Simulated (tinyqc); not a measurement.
# Fully depleted semiconductor-on-insulator film with two gates, non-linear Poisson equation by Newton steps: effects of single changes

One dimension across the film, front interface at x = 0, back interface at x = ts. psi is counted from the intrinsic level, n = ni exp(psi/Vt) (source grounded), holes neglected, acceptors ionised. Gates act through Cox = eps0 eox/tox and Cbox = 3.9 eps0/tb with potentials G1 = Vg - (phiM - chi - Vt ln(Nc/ni)) and G2 = Vb - (phiB - chi - Vt ln(Nc/ni)). Classical Boltzmann densities, no interface charge, no depletion in the back plane.

Values chosen for this exercise; band and dielectric values close to those of germanium: temperature T = 350 K; band gap Eg = 0.648 eV; relative permittivity eps_r = 15.8; conduction-band density of states at T Nc = 1.3e19 cm^-3; valence-band density of states at T Nv = 7.43e18 cm^-3; electron affinity chi = 3.96 eV; relative permittivity of the gate insulator (close to hafnium oxide) eox = 21.4; insulator thickness tox = 13 nm; film thickness ts = 13 nm; buried-oxide thickness (eps_r 3.9) tb = 31 nm; acceptor density of the film Na = 1e15 cm^-3; work function of the front gate phiM = 4.6 eV; work function of the back plane phiB = 4.01 eV; back-gate voltage Vb = -0.3 V.

Constants: q = 1.602176634e-19 C, kB = 1.380649e-23 J/K, Vt = kB T/q, eps0 = 8.8541878128e-14 F/cm where lengths are in cm. Results are converted to the units shown.

Each table varies one quantity; the others keep the values above.

## Charge against front-gate voltage

ni = sqrt(Nc Nv) exp(-Eg/(2 Vt)), Eg in volts. The Poisson equation eps0 eps_r d2psi/dx2 = q (n + Na), with -eps0 eps_r dpsi/dx = Cox (G1 - psi) at x = 0 and eps0 eps_r dpsi/dx = Cbox (G2 - psi) at x = ts, is solved on 300 equal intervals with half boxes at both ends; N_inv is the trapezoid sum of n. Swing = ln 10/(d ln N_inv/dVg); the last column is (dN_inv/dVb)/(dN_inv/dVg).

Result of one run:
columns A: Vg (V); B: psi front (V); C: psi back (V); D: N_inv (cm^-2); E: centroid/ts; F: swing (mV/decade); G: q dN_inv/dVg over Cox; H: back/front leverage
```
A         B      C        D      E    F      G      H
0.57  0.221  0.186  2.30e11  0.404  152  0.384  0.108
```

What becomes of these results when the front-gate voltage Vg is changed from 0.57 to 1.32 V, all else the same?

Result of the changed run:
columns A: Vg (V); B: psi front (V); C: psi back (V); D: N_inv (cm^-2); E: centroid/ts; F: swing (mV/decade); G: q dN_inv/dVg over Cox; H: back/front leverage
```
A         B      C        D      E       F      G       H
1.32  0.380  0.231  5.58e12  0.148  1.55e3  0.913  0.0792
```

The whole series:
columns A: Vg (V); B: psi front (V); C: psi back (V); D: N_inv (cm^-2); E: centroid/ts; F: swing (mV/decade); G: q dN_inv/dVg over Cox; H: back/front leverage
```
A           B        C        D      E       F        G       H
0.12   -0.177   -0.162   1.02e6  0.541    78.2  3.29e-6   0.126
0.27  -0.0364  -0.0347   8.49e7  0.505    78.0  2.75e-4   0.122
0.42    0.103   0.0913   6.97e9  0.467    80.1   0.0220   0.118
0.57    0.221    0.186  2.30e11  0.404     152    0.384   0.108
0.72    0.286    0.215  9.91e11  0.311     368    0.682  0.0947
0.87    0.322    0.224  2.01e12  0.244     637    0.801  0.0870
1.02    0.347    0.228  3.15e12  0.200     928    0.859  0.0830
1.17    0.366    0.230  4.35e12  0.170  1.23e3    0.892  0.0807
1.32    0.380    0.231  5.58e12  0.148  1.55e3    0.913  0.0792
```

N_inv passes 1e11 cm^-2 at Vg = 0.523 V. The swing starts at 78.2 mV a decade, against (1 + k) Vt ln 10 = 74.3 for a front channel with k = Cs Cbox/(Cox (Cs + Cbox)) = 0.0693, Cs = eps0 eps_r/ts; above threshold this column is no longer a subthreshold swing. The centroid falls from 0.541 to 0.148 of ts and the leverage of the back gate falls from 0.126 to 0.0792. For Vg = 0.87, 1.02, 1.17, 1.32 the density at an interface exceeds 0.3 Nc, where Boltzmann statistics fail. For Vg = 1.02, 1.17, 1.32 the classical centroid lies within 3 nm of an interface, where confinement, left out, would push it away.

## Threshold and coupling against the insulator thickness

VT is the Vg for N_inv = 1e11 cm^-2; -dVT/dVb from the linearised equation. Limits with Cs = eps0 eps_r/ts: front channel Cs Cbox/(Cox (Cs + Cbox)), back channel Cbox (Cox + Cs)/(Cox Cs). Swing at N_inv = 1e8 cm^-2.

The same in every row: centroid/ts at VT = 0.430.

Threshold and coupling against the insulator thickness:
```
tox (nm)  VT (V)  -dVT/dVb  front-channel limit  back-channel limit  swing (mV/decade)
6.5        0.511    0.0766               0.0346               0.142               75.4
9.2        0.516    0.0916               0.0490               0.158               76.5
13         0.523     0.113               0.0693               0.180               78.0
18         0.533     0.141               0.0959               0.209               79.9
26         0.549     0.185                0.139               0.256               83.0
37         0.570     0.246                0.197               0.321               87.3
52         0.599     0.330                0.277               0.409               93.2
```

What does the table show?

As tox goes from 6.5 to 52, VT rises from 0.511 to 0.599 V, the centroid stays at 0.430 of ts and -dVT/dVb rises from 0.0766 to 0.330. The coupling covers 39.2 % of the way from the front-channel to the back-channel limit in the first row and 39.9 % in the last.

Numbers from tinyqc (`OMP_NUM_THREADS=1 python tinyqc.py 2190087 2190088 out.jsonl`; about 0.3 s on one thread of a shared Intel Xeon 2.30GHz).
